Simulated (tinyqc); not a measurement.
## Slope factor and drain-induced lowering from three currents

Inverse problem. With source and body at 0 V, I = A exp((Vg + dd Vd)/(nf Vt)) (1 - exp(-Vd/Vt)). Find nf, the swing nf Vt ln 10 and dd.

Parameters, values chosen for the exercise: temperature T = 378 K.

Constants: q = 1.602176634e-19 C, kB = 1.380649e-23 J/K, Vt = kB T/q. Results are converted to the units shown.

currents at (Vg, Vd) = (0, 0.05), (0, 1.1) and (0.09, 1.1) V (nA/um): [0.17164092, 0.80259403, 7.4506690]

Solution. The pair at equal Vd gives nf; the pair at equal Vg, after dividing out the factors 1 - exp(-Vd/Vt), gives dd.

nf = 1.240
swing = 93.00 mV/decade
dd = 0.05000

Computed by the program tinyqc: `OMP_NUM_THREADS=1 python tinyqc.py 2242034 2242035 out.jsonl`, one thread of a shared Intel Xeon 2.30GHz, about 0.03 s for the whole run.
